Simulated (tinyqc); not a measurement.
Inside a calculation. Model: grain-boundary diffusion: Harrison regimes, Fisher and Le Claire analysis, Hart average. Computed by tinyqc, a small Python program that keeps every step. Command: `OMP_NUM_THREADS=1 python tinyqc.py 3001057 3001058 out.jsonl gbdiff walk`. One thread of a shared host (Intel(R) Xeon(R) Processor @ 2.30GHz), about 0.01 s of CPU time with the checks. Intermediate numbers are printed to about 6 digits and carried at full precision; extremes and crossings named in words are read from the listed rows.

A boundary is a slab of width delta with diffusivity D_b, normal to a surface held at constant concentration; it leaks into grains of diffusivity D.

Inputs (values chosen for the exercise, for a model polycrystal):
```
quantity                          value   unit
melting point T_m                  1800      K
lattice prefactor D0            6.5e-05  m^2/s
lattice activation energy E        2.92     eV
boundary prefactor D0b          4.6e-06  m^2/s
boundary activation energy E_b     1.46     eV
boundary width delta               0.59     nm
segregation factor s                  1      -
grain size d                         22     um
temperature T                      1070      K
time t                            11000      s
```

Constants: k_B = 8.617333262e-05 eV/K.

## Diffusivities

D = D0 exp(-E/(k_B T)), D_b = D0b exp(-E_b/(k_B T)). Triple product P = s delta D_b.

D = 1.14683e-18 m^2/s

D_b = 6.11014e-13 m^2/s

triple product P = 3.60498e-22 m^3/s

At T/T_m = 0.59 the boundary is 530000 times faster than the lattice.

## Regime

l = sqrt(D t); P = s delta D_b; alpha = s delta/(2 l); beta = P/(2 D l). Regime A if l > 3 d, C if alpha > 1, B if alpha < 0.1, l < d/4 and beta > 10, otherwise a transition.

lattice diffusion length l = 0.112317 um

alpha = 0.00262649

beta = 1399.35

Regime: B

Boundaries are isolated and lose material sideways, so only the product P can be measured.

## Effective diffusivity

Hart average for parallel slabs: f = delta/d, D_eff = (s f D_b + (1 - f) D)/(1 - f + s f); share of the boundaries = s f D_b/(s f D_b + (1 - f) D); depth sqrt(D_eff t).

boundary fraction f = 2.68182e-05

D_eff = 1.75331e-17 m^2/s

share of the boundaries = 0.934592

depth sqrt(D_eff t) = 0.439163 um

Caution: outside regime A (which needs sqrt(D t) above about 3 d) the Hart average and its depth are formal: they describe a profile only in regime A or at steady state.

## Penetration along an isolated boundary

Fisher: the mean concentration falls as exp(-y/y_F), y_F = sqrt(P) (pi t/(4 D))^(1/4), with the boundary equation P d2c/dy2 = 2 c sqrt(D/(pi t)). Le Claire (from the Whipple solution): ln c falls as -(y/y_L)^(6/5) with P = 1.322 sqrt(D/t) y_L^2.

Fisher depth y_F = 5.59367 um

Le Claire depth y_L = 5.16784 um

The tail reaches 46.0 lattice lengths l; y_L/l = sqrt(2 beta/1.322).

## Whipple integral against the two closed forms

Whipple, boundary part of the mean concentration in units of c0 l per boundary, for D_b/D far above beta: c(eta) = (2 eta/sqrt(pi)) int_1^infinity exp(-eta^2/(4 u)) u^(-3/2) [exp(-Y^2)/sqrt(pi) - Y erfc(Y)] du with Y = (u - 1)/(2 beta), eta = y/l; w = eta/sqrt(beta). The last columns are -ln[c(y)/c(w = 1)] from the integral, from Fisher, (y - y1)/y_F, and from Le Claire, (y/y_L)^(6/5) - (y1/y_L)^(6/5), with y1 the depth at w = 1.

Tail of the profile:
```
w      y (um)            c  Whipple   Fisher  Le Claire
1.5    6.3023  4.83471e-01   0.5299  0.37556     0.4889
2.0    8.4031  2.80305e-01   1.0750  0.75113     1.0120
3.0   12.6047  9.02382e-02   2.2084  1.50225     2.1351
4.0   16.8062  2.75212e-02   3.3959  2.25338     3.3371
5.0   21.0078  7.98114e-03   4.6338  3.00450     4.6012
6.0   25.2093  2.20778e-03   5.9189  3.75563     5.9173
8.0   33.6124  1.48197e-04   8.6201  5.25788     8.6786
10.0  42.0155  8.47693e-06  11.4813  6.76013    11.5829
```

At w = 10 the integral has fallen by 11.48 in the logarithm, Fisher by 6.76 and Le Claire by 11.58: the true tail bends down faster than an exponential, which is why profiles are plotted against y^(6/5).

## Lattice against boundary over temperature

D_eff = (s f D_b + (1 - f) D)/(1 - f + s f), f = delta/d; share of the boundaries = s f D_b/(s f D_b + (1 - f) D).

Diffusivities (m^2/s):
```
T/T_m  T (K)            D          D_b        D_eff     share      regime
0.3      540  3.63730e-32  1.08816e-19  2.91823e-24  1.000000           C
0.4      720  2.36490e-25  2.77465e-16  7.44133e-21  0.999968           C
0.5      900  2.89490e-21  3.06985e-14  8.26174e-19  0.996496           B
0.6     1080  1.53761e-18  7.07497e-13  2.05113e-17  0.925038           B
0.7     1260  1.35965e-16  6.65296e-12  3.14382e-16  0.567528           B
0.8     1440  3.92070e-15  3.57259e-11  4.87869e-15  0.196385  transition
0.9     1620  5.35635e-14  1.32049e-10  5.71034e-14  0.062016  transition
1.0     1800  4.33784e-13  3.75784e-10  4.43850e-13  0.022705           A
```

The apparent activation energy of D_eff is 1.46 eV between the first rows and 2.86 eV between the last, against E_b = 1.46 and E = 2.92 eV. Among these rows boundaries carry most of the flux up to T/T_m = 0.7, the lattice above. Caution: outside regime A, D_eff and the share of the boundaries hold only at steady state.

Checks made by the program: Le Claire's slope against the Whipple integral (relative difference 2e-02).
